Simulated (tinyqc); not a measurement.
Worked calculation: hole subbands of a hard-walled well, four-band Luttinger model. Values are carried at full precision from step to step, so a last printed digit may differ when a step is redone from the rounded ones.

Constants: hbar^2/2m0 = 3.80998211 eV angstrom^2.

Inputs chosen for the exercise (near those of GaAs; the results hold for these values, not for the real material): g1 = 6.99 (Luttinger gamma1); g2 = 2.06 (gamma2); L = 175 angstrom (well width along [001]); Zs = 0 eV (shear strain energy); g3 = 2.94 (gamma3); k = 0.0286 1/angstrom (wave vector in the plane); N = 2 (sines for each component); kmax = 0.043 1/angstrom (end of the path).

## Levels at k = 0

R and S vanish: HHn = c (g1 - 2 g2)(n pi/L)^2 - Zs and LHn = c (g1 + 2 g2)(n pi/L)^2 + Zs, c = hbar^2/2m0, hole energies counted downwards. Sort HH1 to HH4 and LH1, LH2.

Levels:
```
subband  E (eV)
HH1      0.0035
LH1      0.0136
HH2      0.0141
HH3      0.0317
LH2      0.0546
HH4      0.0564
```

The top subband is HH1, 10.1 meV from LH1.

## The matrix at one k

Hole energies are counted downwards from the unstrained band edge, c = hbar^2/2m0. After the usual block transformation one block is H = [[P + Q - Zs, R - i S], [R + i S, P - Q + Zs]] in (heavy, light), with P +/- Q = c [(g1 +/- g2) k^2 + (g1 -/+ 2 g2) kz^2], R = sqrt(3) c gR k^2, S = 2 sqrt(3) c g3 k kz, kz = -i d/dz; axial approximation gR = (g2 + g3)/2. Zs = b (e_par - e_perp) is the shear part of the strain (the hydrostatic part shifts all levels alike and is left out). Basis sqrt(2/L) sin(n pi z/L), n = 1 to N, for each component: kz^2 gives (n pi/L)^2 and the heavy-light block is R delta_nm - 2 sqrt(3) c g3 k D_nm with D_nm = 4 n m/(L (n^2 - m^2)) for n + m odd, 0 otherwise. The other block has the same levels. The split-off band is left out.

Fill in the 2N x 2N matrix, in meV.

H(k) (meV), lower triangle:
```
       h1      h2     l1     l2
h1  31.73
h2      0   42.30
l1  13.49  -16.91  29.01
l2  16.91   13.49      0  69.93
```

## Levels and mixing

Diagonalise; give the four lowest hole energies and the weight of the heavy component (the first half of the basis) in each.

levels (meV): 10.85  25.52  56.01  80.58

heavy weight: 0.432  0.766  0.603  0.199

The most mixed of the four is number 1, with 43 % heavy character. Against 60 sines these levels lie 1.6, 8.3, 23.6 and 37.2 meV too high: the small basis is not converged.

## Dispersion in the plane

N = 20, nine points from 0 to kmax.

Hole energies (meV):
```
k (1/angstrom)     E1     E2     E3     E4  heavy weight of 1  heavy weight of 2
0.0000           3.52  13.64  14.10  31.72              1.000              0.000
0.0054           4.28  11.29  17.63  30.98              0.993              0.454
0.0107           6.08  10.27  22.45  29.58              0.906              0.533
0.0161           7.15  11.89  28.19  28.84              0.631              0.765
0.0215           7.70  14.71  29.67  34.56              0.510              0.785
0.0269           8.74  16.73  31.75  41.23              0.462              0.703
0.0323          10.43  18.11  33.57  47.54              0.433              0.629
0.0376          12.78  19.55  34.75  52.36              0.413              0.578
0.0430          15.75  21.40  35.77  55.26              0.397              0.541
```

At small k the hole energy falls in subbands 2 and 4: an electron-like mass, caused by repulsion from a deeper subband. E2 - E1 is smallest, 4.2 meV, at k = 0.0107 of the points listed. The top subband goes from 1.00 to 0.40 in heavy weight.

## Mass of HH1 in the plane

Second order in k: 1/m = g1 + g2 - sum_n 12 c g3^2 D_1n^2/(LHn - HH1) over even n up to 60, with D_1n = 4n/(L (n^2 - 1)) in size, LHn - HH1 = c [(g1 + 2 g2) n^2 - (g1 - 2 g2)](pi/L)^2 + 2 Zs, c = hbar^2/2m0.

LHn - HH1 for n = 2, 4, 6 (meV): 51.0  214.7  487.6
terms for n = 2, 4, 6: 1.7978  0.0684  0.0124
sum of all terms = 1.8858
mass without mixing, 1/(g1 + g2) = 0.1105 m0
1/m with mixing = 7.1642 1/m0

Mixing with the light holes takes m from 0.110 to 0.140 m0.

## Checks

- 1/m of HH1 from the full matrix (N = 60) at small k against second order: both 7.164.
- The 2 x 2 block with gR = g2 (k along [100]) for a plane wave (k, 0, pi/L) against the bulk heavy-hole formula, eV: both 0.00751.
- Lowest level at the given k on a real-space grid of 240 points against 60 sines, eV: both 0.0092.

Run: tinyqc, `OMP_NUM_THREADS=1 python tinyqc.py 1250578 1250579 out.jsonl`; Intel(R) Xeon(R) Processor @ 2.30GHz, one thread, shared host; about 0.09 s of CPU time with all checks.
